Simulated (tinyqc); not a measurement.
Two coupled magnetic layers: synthetic antiferromagnet, spin flop, exchange bias and magnetoresistance: one step, computed by the program tinyqc. Command: `OMP_NUM_THREADS=1 python tinyqc.py 3012382 3012383 out.jsonl saf walk`. One thread of a shared host (Intel(R) Xeon(R) Processor @ 2.30GHz), about 0.4 s of CPU time with the checks.

Moments lie in the plane at the angles p1, p2 from the field. Energy per area: E = J1 cos(p1 - p2) + J2 cos^2(p1 - p2) - B M_s (t1 cos p1 + t2 cos p2) + K (t1 sin^2 p1 + t2 sin^2 p2).

Task: Limit of the antiparallel state. With p1 = 0, p2 = 180 degrees and c2 = J1 - 2 J2 the Hessian is [[c2 + t1 (2K + b), -c2], [-c2, c2 + t2 (2K - b)]], b = B M_s; its determinant vanishes at the positive root of t1 t2 b^2 - c2 (t1 - t2) b - [2K c2 (t1 + t2) + 4 K^2 t1 t2] = 0.

Inputs (values chosen for the exercise, for a model stack):

| quantity | value | unit |
|---|---|---|
| saturation magnetisation M_s | 1270 | kA/m |
| thickness t1 | 2.3 | nm |
| thickness t2 | 1.7 | nm |
| antiferromagnetic coupling J1 | 0.51 | mJ/m^2 |
| biquadratic coupling J2 | 0.007 | mJ/m^2 |
| in-plane anisotropy K | 3.5 | kJ/m^3 |

Field direction: along the easy axis.

Give: stability limit B_sf of the antiparallel state.

Result:

stability limit B_sf of the antiparallel state = 85.917 mT
